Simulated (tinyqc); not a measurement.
The solidus: solid solubility of a dopant against its melt (retrograde solidus), clustering and the electrically active fraction. Computed by tinyqc, a small Python program. Command: `OMP_NUM_THREADS=1 python tinyqc.py 3014927 3014928 out.jsonl retro walk`. One thread of a shared host (Intel(R) Xeon(R) Processor @ 2.30GHz), about 0.01 s of CPU time with the checks.

Inputs (values chosen for the exercise, for a model dopant):

| quantity | value | unit |
|---|---|---|
| melting point of the host T_m | 1687 | K |
| heat of melting of the host H_f | 50.2 | kJ/mol |
| interaction L of the melt | 11 | kJ/mol |
| enthalpy of transfer from melt to solid H | 0.907 | eV |
| entropy of transfer S | -3.82 | k_B |
| site density N0 | 5e+22 | 1/cm^3 |

Constants: R = 8.314462618 J/(mol K); k_B = 8.617333262e-05 eV/K; e = 1.602176634e-19 C; N_A = 6.02214076e+23 1/mol.

Method. x_l and x_s are atom fractions of the dopant in melt and solid; the solid is dilute. Liquidus of the host: R T ln(1 - x_l) + L x_l^2 = -H_f (1 - T/T_m). Distribution: k = x_s/x_l = exp[L (1 - x_l)^2/(R T)] exp(S/k_B - H/(k_B T)), the first factor being the activity coefficient in the melt. Solubility = x_s N0; at T_m x_l = 0. The largest x_s N0 between 900 K and T_m. For an ideal melt with constant heats the maximum has x_l = H_f/(H + H_f), H in the same units.

largest solubility = 6.11393e+17 1/cm^3

temperature of the maximum = 1534.07 K

Against temperature:

| T (K) | x_l | k | solubility (1/cm^3) | over the maximum |
|---|---|---|---|---|
| 1000 | 0.97572 | 5.8919e-07 | 2.8744e+16 | 0.04701 |
| 1100 | 0.94998 | 1.5374e-06 | 7.3023e+16 | 0.11944 |
| 1200 | 0.90518 | 3.4361e-06 | 1.5552e+17 | 0.25436 |
| 1300 | 0.82869 | 6.8826e-06 | 2.8518e+17 | 0.46644 |
| 1400 | 0.69637 | 1.2995e-05 | 4.5246e+17 | 0.74005 |
| 1500 | 0.47577 | 2.5054e-05 | 5.9599e+17 | 0.97481 |
| 1580 | 0.25767 | 4.4493e-05 | 5.7324e+17 | 0.93760 |
| 1640 | 0.10556 | 6.8240e-05 | 3.6017e+17 | 0.58909 |
| 1675 | 0.02583 | 8.6602e-05 | 1.1184e+17 | 0.18292 |

What does the comparison show, and why?

Between the first rows the Arrhenius energy of the solubility is 0.88 eV, against H = 0.907 eV; it shrinks to zero at 1534 K and turns negative beyond. A crystal saturated at the maximum precipitates dopant-rich liquid on cooling and on heating alike. Below a eutectic or compound temperature another phase would set the limit.

Extremes, crossings and ranges named in words are read from the listed rows.
